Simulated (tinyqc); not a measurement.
What moves the results: Gamma, L and X subbands of a thin body with non-parabolic valleys. A value that a table varies takes the place of the one given here.

Hard walls, flat band, c = hbar^2/2m0, energies from the bulk Gamma edge. For a valley at angle theta to the normal 1/m_z = cos^2/ml + sin^2/mt and m_d = sqrt(ml mt^2/m_z). Subband n starts at E_v + e with e (1 + a e) = c (n pi/t)^2/m_z, and its density-of-states mass is taken as m_d (1 + 2 a e), without further growth at higher in-plane energy. Groups are named by valley and degeneracy.

n_i = g m/(2 pi c) kB T ln(1 + exp((EF - E_i)/kB T)), sum n_i = Ns (1e12/cm^2 = 1e-4/angstrom^2), c = hbar^2/2m0. Quantum capacitance Cq = 1602.176634 sum g m/(2 pi c) f_i in microfarad/cm^2 with f_i = 1/(1 + exp((E_i - EF)/kB T)); Cox = 34.5313/eot (one gate); C/Cox = Cq/(Cq + Cox), the centroid term left out.

Constants: hbar^2/2m0 = 3.80998211 eV angstrom^2; kB = 8.617333262e-05 eV/K.

Parameters, chosen for this exercise (near those of a thin Ge channel; not measured data):

| symbol | value | unit | meaning |
|---|---|---|---|
| face | 110 |  | surface |
| mG | 0.0388 | m0 | Gamma mass |
| aG | 1.03 | 1/eV | Gamma non-parabolicity |
| EL | -0.163 | eV | L edge above Gamma |
| mL | (1.554, 0.084) | m0 | L valleys (four, along <111>): ml, mt |
| EX | 0.035 | eV | X edge above Gamma |
| mX | (0.868, 0.186) | m0 | Delta valleys (six, along <100>): ml, mt |
| aS | 0.34 | 1/eV | non-parabolicity of L and X |
| Ns | 6.3 | x 1e12/cm^2 | sheet density |
| T | 300 | K | temperature |
| eot | 11 | angstrom | equivalent oxide thickness |
| ts | (18, 24, 30, 40, 55, 75, 110) | angstrom | thicknesses |
| t | 46 | angstrom | body thickness |
| Nl | (0.5, 1, 2, 4, 7, 11, 16) | x 1e12/cm^2 | sheet densities |

## Thinning the body

Lowest edge of each valley type, the lowest group, the Gamma share and C/Cox, with n = 1 to 8 of all groups.

Results:

| t (angstrom) | Gamma (eV) | L (eV) | X (eV) | lowest | Gamma share (%) | C/Cox |
|---|---|---|---|---|---|---|
| 18 | 1.286 | 0.280 | 0.375 | L2 | 0.0 | 0.895 |
| 24 | 0.882 | 0.100 | 0.235 | L2 | 0.0 | 0.885 |
| 30 | 0.646 | 0.010 | 0.166 | L2 | 0.0 | 0.881 |
| 40 | 0.422 | -0.063 | 0.110 | L2 | 0.0 | 0.879 |
| 55 | 0.254 | -0.109 | 0.075 | L2 | 0.0 | 0.888 |
| 75 | 0.149 | -0.134 | 0.057 | L2 | 0.0 | 0.902 |
| 110 | 0.074 | -0.149 | 0.045 | L2 | 0.0 | 0.911 |

From 110 down to 18 angstrom Gamma rises by 1.21 eV, L by 0.43 and X by 0.33 eV, the light Gamma mass moving most. L2 stays lowest throughout. The Gamma share stays near 0 %. C/Cox is 0.91 and 0.90 at the ends and lies between 0.88 and 0.91. Hard walls overstate the rise in the thinnest rows.

## Raising the sheet density

Fixed thickness, n = 1 to 8 of all groups; the gate overdrive above the lowest edge is (EF - E_lowest)/e + 0.1602177 Ns/Cox in volts.

Results:

| Ns (1e12/cm^2) | EF - lowest (eV) | Gamma share (%) | Cq | C/Cox | overdrive (V) |
|---|---|---|---|---|---|
| 0.5 | -0.059 | 0.0 | 2.95 | 0.485 | -0.033 |
| 1.0 | -0.040 | 0.0 | 5.64 | 0.642 | 0.012 |
| 2.0 | -0.019 | 0.0 | 10.31 | 0.767 | 0.083 |
| 4.0 | 0.004 | 0.0 | 17.43 | 0.847 | 0.208 |
| 7.0 | 0.027 | 0.0 | 24.57 | 0.887 | 0.384 |
| 11.0 | 0.050 | 0.0 | 31.00 | 0.908 | 0.612 |
| 16.0 | 0.073 | 0.0 | 38.34 | 0.924 | 0.890 |

The lowest subband is L2 n=1; the light Gamma level lies 426 meV above it, above that valley in the bulk already and lifted further by confinement. At the highest density band filling takes 0.073 V of the 0.890 V overdrive. Cq grows from 3.0 to 38.3 microfarad/cm^2 while EF moves from -0.059 to +0.073 eV against the lowest edge; the Gamma share stays near 0 %.

## What each parameter does

n = 1 to 8 of all groups. Each row changes one parameter from the base and keeps the others.

Results:

| case | lowest edge (eV) | EF (eV) | Gamma share (%) | C/Cox |
|---|---|---|---|---|
| base | -0.087 | -0.064 | 0.0 | 0.881 |
| t = 54 angstrom | -0.107 | -0.087 | 0.0 | 0.887 |
| mG = 0.0446 m0 | -0.087 | -0.064 | 0.0 | 0.881 |
| aG = 0.72 1/eV | -0.087 | -0.064 | 0.0 | 0.881 |
| EL = -0.213 eV | -0.137 | -0.114 | 0.0 | 0.880 |
| Ns = 9.45 x 1e12/cm^2 | -0.087 | -0.045 | 0.0 | 0.901 |
| eot = 9 angstrom | -0.087 | -0.064 | 0.0 | 0.858 |
| T = 250 K | -0.087 | -0.060 | 0.0 | 0.887 |

The largest shifts from the base row, up to three for each result and ties (the steps differ in size, so this ranks the rows, not the parameters). lowest edge (eV): EL -0.050, t -0.021; unchanged at the printed digits by mG, aG, Ns, eot and T. EF (eV): EL -0.050, t -0.023, Ns +0.019; unchanged at the printed digits by mG, aG and eot. Gamma share (%): unchanged at the printed digits by t, mG, aG, EL, Ns, eot and T. C/Cox: eot -0.023, Ns +0.021, T +0.007; unchanged at the printed digits by mG and aG.

tinyqc: `OMP_NUM_THREADS=1 python tinyqc.py 1251949 1251950 out.jsonl`; about 0.04 s, one thread, shared Intel(R) Xeon(R) Processor @ 2.30GHz.
